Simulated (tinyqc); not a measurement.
Polytypes and stacking faults of a tetrahedral semiconductor in an axial Ising model with couplings up to third neighbours: one step, computed by the program tinyqc. Command: `OMP_NUM_THREADS=1 python tinyqc.py 3009489 3009490 out.jsonl polytype walk`. One thread of a shared host (Intel(R) Xeon(R) Processor @ 2.30GHz), about 0.01 s of CPU time with the checks.

Each double layer has s = +1 or -1 for the sense of its stacking step; E per pair of atoms = E0 - sum_n J_n <s_i s_(i+n)>, n = 1, 2, 3. Hexagonality h = (1 - <s_i s_(i+1)>)/2.

Task: Electronic energy gained by the fault. The fault binds electrons in a two-dimensional band E_b below the conduction edge, g2 = m m0/(pi hbar^2) for one valley. With the Fermi level held by the bulk, eta = ln[n/N_c(T)], N_c(T) = N_c (T/300)^1.5, the grand potential falls by g2 (k_B T)^2 F1(x), x = eta + E_b/(k_B T), F1(x) = integral from 0 to infinity of ln(1 + exp(x - t)) dt; sheet density g2 k_B T ln(1 + e^x). Band bending by the trapped charge is left out, so the gain is an upper bound. Net fault energy = gamma of the single Shockley (31) fault less the electronic gain.

Inputs (values chosen for the exercise, of the order of those of SiC for J, a, G and the gaps):

| quantity | value | unit |
|---|---|---|
| binding energy of the fault level E_b | 0.29 | eV |
| in-plane mass m | 0.3 | m0 |
| effective density of states N_c at 300 K | 1.5e+19 | 1/cm^3 |
| electron density n | 2e+16 | 1/cm^3 |
| temperature T | 1300 | K |

Host polytype: 4H.

energy of the glide fault, single Shockley (31) = 30.57908 mJ/m^2

Constants: m_0 = 9.1093837015e-31 kg; hbar = 1.054571817e-34 J s; k_B = 1.380649e-23 J/K; k_B = 8.617333262e-05 eV/K.

Give: x; sheet density; electronic gain; net fault energy.

Result:

x = -6.2309

sheet density = 2.7598e+10 1/cm^2

electronic gain = 0.0049558 mJ/m^2

net fault energy = 30.574 mJ/m^2

The gain offsets 0.016 % of the fault energy.
